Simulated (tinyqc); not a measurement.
Schottky emission and Poole-Frenkel conduction in an insulator, and how to tell them apart: effect of temperature.

Schottky emission (electrode-limited): J = As T^2 exp[-(pb - b sqrt(F))/Vt], b = sqrt(q/(4 pi eps0 ei)). Poole-Frenkel emission (bulk-limited): J = s0 F exp[-(pt - 2 b sqrt(F))/Vt]. F in V/cm.

Both formulas at the same field.

Values chosen for this exercise; dielectric values close to those of hafnium oxide: high-frequency relative permittivity ei = 4.48; trap depth pt = 1.07 eV; Poole-Frenkel prefactor s0 = 0.072 S/cm; electrode barrier pb = 1.07 eV; Richardson constant As = 28 A/(cm^2 K^2); field F = 1.7 MV/cm.

Constants: q = 1.602176634e-19 C, kB = 1.380649e-23 J/K, Vt = kB T/q, eps0 = 8.8541878128e-14 F/cm where lengths are in cm. Results are converted to the units shown.

Results:

| T (K) | J, Schottky (A/cm^2) | J, Poole-Frenkel (A/cm^2) | ratio |
|---|---|---|---|
| 225 | 2.6331e-13 | 3.9139e-9 | 6.7275e-5 |
| 260 | 1.1682e-10 | 2.5661e-7 | 4.5527e-4 |
| 340 | 1.3019e-6 | 1.4360e-4 | 0.0090659 |
| 380 | 3.2807e-5 | 0.0012509 | 0.026227 |
| 420 | 4.5621e-4 | 0.0072148 | 0.063232 |
| 475 | 0.0084711 | 0.049583 | 0.17085 |

Estimate the missing row, T = 300 K.

Computed row:

| T (K) | J, Schottky (A/cm^2) | J, Poole-Frenkel (A/cm^2) | ratio |
|---|---|---|---|
| 300 | 2.2548e-8 | 9.2556e-6 | 0.0024361 |

With this row back in the table: The Schottky current grows by 10.5 decades and the Poole-Frenkel current by 7.10, as their lowered barriers are 0.836 and 0.602 eV. A tunnelling current would hardly change over this range. For T = 225, 260, 300, 340 a Fowler-Nordheim estimate for tunnelling through pb with a mass of 0.4 m0 exceeds the Schottky current, so tunnelling, left out here, would compete. For T = 225, 260 a Fowler-Nordheim estimate for tunnelling through pb with a mass of 0.4 m0 exceeds the Poole-Frenkel current, so tunnelling, left out here, would compete.

tinyqc, about 0.01 s, one thread, Intel Xeon 2.30GHz (shared host): `OMP_NUM_THREADS=1 python tinyqc.py 2370082 2370083 out.jsonl`
